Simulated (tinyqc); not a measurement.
Planar ballistic transistor, top-of-the-barrier model: effect of the temperature.

At the top of the source barrier, states moving towards the drain are filled by the source (Fermi level 0) and states moving back by the drain (Fermi level -q Vd); nothing scatters. U is the shift of the band edge there, set by the capacitances CG, CD and CS (the total) and by the charge. Parabolic two-dimensional band; the source is grounded.

N0 = gv m kB T/(pi hbar^2), CG = eps0 eox/tox, vT = sqrt(2 kB T/(pi m)), CS = CG/aG, n0 = n at U = 0 and Vd = 0. eta1 = -(E0 + U)/Vt, eta2 = eta1 - Vd/Vt, n = (N0/2)[F_0(eta1) + F_0(eta2)], F_0(x) = ln(1 + exp x). U = UL + q (n - n0)/CS with UL = -(aG Vg + aD Vd), energies in eV. I = q (N0/2) vT [F_(1/2)(eta1) - F_(1/2)(eta2)] per width, F_(1/2)(x) = (2/sqrt(pi)) int_0^infinity u^(1/2)/(1 + exp(u - x)) du. CQ = (q/Vt) dn/d(eta1). E0 is held fixed.

Values chosen for this exercise; mass and valleys close to those of silicon (two valleys):
- m = 0.194 m0 (effective mass)
- gv = 2 (valley degeneracy)
- eox = 22 (relative permittivity of the gate insulator)
- tox = 4.1 nm (insulator thickness)
- aG = 0.76 (gate control CG/CS)
- aD = 0.086 (drain control CD/CS)
- E0 = 0.16 eV (band edge at the barrier top above the source Fermi level at zero bias)
- Vg = 0.8 V (gate voltage)
- Vd = 0.8 V (drain voltage)

Constants: q = 1.602176634e-19 C, kB = 1.380649e-23 J/K, hbar = 1.054571817e-34 J s, m0 = 9.1093837015e-31 kg, Vt = kB T/q, eps0 = 8.8541878128e-14 F/cm where lengths are in cm. Results are converted to the units shown.

Result of one run:
```
T (K)   eta1  n (cm^-2)  I (uA/um)  mean velocity I/(q n) (cm/s)  CQ/CS
77     25.31   1.361e13       5117                       2.347e7  2.077
```

What becomes of these results when the temperature T is changed from 77 to 180 K, all else the same?

Result of the changed run:
```
T (K)   eta1  n (cm^-2)  I (uA/um)  mean velocity I/(q n) (cm/s)  CQ/CS
180    10.83   1.361e13       5162                       2.367e7  2.077
```

The whole series:
```
T (K)   eta1  n (cm^-2)  I (uA/um)  mean velocity I/(q n) (cm/s)  CQ/CS
50     38.98   1.361e13       5112                       2.344e7  2.077
77     25.31   1.361e13       5117                       2.347e7  2.077
120    16.24   1.361e13       5132                       2.353e7  2.077
180    10.83   1.361e13       5162                       2.367e7  2.077
240    8.121   1.361e13       5205                       2.387e7  2.076
300    6.499   1.362e13       5263                       2.412e7  2.074
360    5.419   1.363e13       5338                       2.443e7  2.068
420    4.650   1.367e13       5431                       2.480e7  2.057
```

As T goes from 50 to 420 K, n stays near 1.36e13 cm^-2, the mean velocity rises from 2.34e7 to 2.48e7 cm/s and the current rises from 5110 to 5430 uA/um. CQ/CS stays near 2.1.

Program tinyqc, `OMP_NUM_THREADS=1 python tinyqc.py 2400105 2400106 out.jsonl`; Intel Xeon 2.30GHz, shared host, one thread, about 0.01 s.
